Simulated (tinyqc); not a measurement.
Inside a calculation. Model: MOSFET in saturation, small-signal circuit and noise.

Numbers from tinyqc (`OMP_NUM_THREADS=1 python tinyqc.py 2150132 2150133 out.jsonl`; about 0.01 s on one thread of a shared Intel Xeon 2.30GHz). Printed values are rounded.

Bias by the inversion coefficient IC = I/Ispec (charge-based model with velocity saturation; weak inversion below 0.1, strong above 10). Common-source circuit: gm, gds, Cgs, Cgd and Cj at the inner nodes, Rg in series with the gate; quasi-static, no source or drain resistance, no gate-body capacitance, no substrate network, no induced gate noise, so fmax is an upper estimate.

Values chosen for this exercise: temperature T = 400 K; gate length L = 90 nm; total gate width W = 40 um; gate capacitance Cox = 0.76 uF/cm^2; mobility mu = 270 cm^2/(V s); slope factor n = 1.4; velocity-saturation length Ls = 15 nm; ratio gds/gm sg = 0.057; overlap and fringe capacitance per side Cov = 0.2 fF/um; drain junction capacitance Cj = 0.88 fF/um; sheet resistance of the gate Rsh = 10 ohm; finger width Wf = 2 um; gate contact and vertical resistance Rc = 200 ohm um; inversion coefficient IC = 3.2; short-channel excess of the noise factor gw = 0.1; oxide trap density Nt = 3.2e17 cm^-3 eV^-1; tunnelling length into the oxide lt = 0.1 nm; Coulomb scattering coefficient ac = 0 V s/C; signal frequency f = 9 GHz.

Constants: q = 1.602176634e-19 C, kB = 1.380649e-23 J/K, Vt = kB T/q. Results are converted to the units shown.

## Current, transconductance and gain

Ispec = 2 n mu Cox (W/L) Vt^2, lc = Ls/L, gms = [sqrt((lc IC + 1)^2 + 4 IC) - 1]/[2 + lc (lc IC + 1)], gm = gms Ispec/(n Vt), gds = sg gm.

Ispec = 303.4021 uA
I = 970.8868 uA
gms = 1.282364
gm = 8.062486 mS
gds = 0.4595617 mS
gm/I = 8.304249 1/V

gm/I is 40.1 % of its weak-inversion limit 1/(n Vt); without velocity saturation (lc = 0) gms would be 1.36.

## Capacitances, gate resistance and cut-off frequencies

qs = [sqrt(1 + 4 IC) - 1]/2, Cgs = Cox W L qs (2 qs + 3)/(3 (qs + 1)^2) + Cov W, Cgd = Cov W, Cd = Cj W, Rg = Rsh (Wf/L)/(12 Nf) + Rc/W with Nf = W/Wf fingers (not rounded) contacted at both ends. fT = gm/(2 pi (Cgs + Cgd)), fmax = fT/(2 sqrt(Rg (gds + 2 pi fT Cgd))).

Cgs = 20.73031 fF
Cgd = 8 fF
Cd = 35.2 fF
Rg = 5.925926 ohm
fT = 44.66309 GHz
fmax = 176.3970 GHz

Overlap and fringe make up 55.7 % of the gate capacitance; fmax is 3.95 times fT.

## Admittance matrix

Inner admittances at w = 2 pi f: y11 = i w (Cgs + Cgd), y12 = -i w Cgd, y21 = gm - i w Cgd, y22 = gds + i w (Cgd + Cd). Invert to Z, add Rg to Z11 and invert back to Y.

inner y (mS):
```
                    1                   2
1  0.000000+1.624661i  0.000000-0.452389i
2  8.062486-0.452389i  0.459562+2.442902i
```

Y with Rg (mS):
```
                    1                    2
1  0.015640+1.624510i  -0.004355-0.452347i
2  8.057384-0.529963i   0.460982+2.464503i
```

## Current gain and unilateral power gain

|h21| = |Y21/Y11|; U = |Y21 - Y12|^2/(4 [Re Y11 Re Y22 - Re Y12 Re Y21]). Extrapolated at 20 dB a decade: f |h21| and f sqrt(U).

|h21| = 4.970372
U = 384.1471
f |h21| = 44.73335 GHz
f sqrt(U) = 176.3970 GHz

f |h21| is 0.16 % above the formula for fT, and f sqrt(U) within 0.01 % of that for fmax.

## Noise at the gate

Channel noise Sid = 4 kB T gam n gm with gam = (1/2 + (2/3) qs)/(1 + qs) + gw lc IC, qs = [sqrt(1 + 4 IC) - 1]/2, lc = Ls/L (the last term an empirical rise with velocity saturation); at the gate, white noise Sw = Sid/gm^2 + 4 kB T Rg. Number fluctuation with correlated mobility: S(f) = K/f, K = q^2 Vt lt Nt/(W L Cox^2) (1 + ac mu Cox I/gm)^2, Vt in eV with Nt per eV. Corner fc = K/Sw. Full shot noise would be 2 q I.

gam = 0.6493012
Sid = 1.618999e-22 A^2/Hz
Sid/(2 q I) = 0.5204002
sqrt(Sw) = 1.619115 nV/Hz^0.5
K = 1.361677e-10 V^2
fc = 51.94202 MHz

The gate resistance gives 5.0 % of the white noise power.
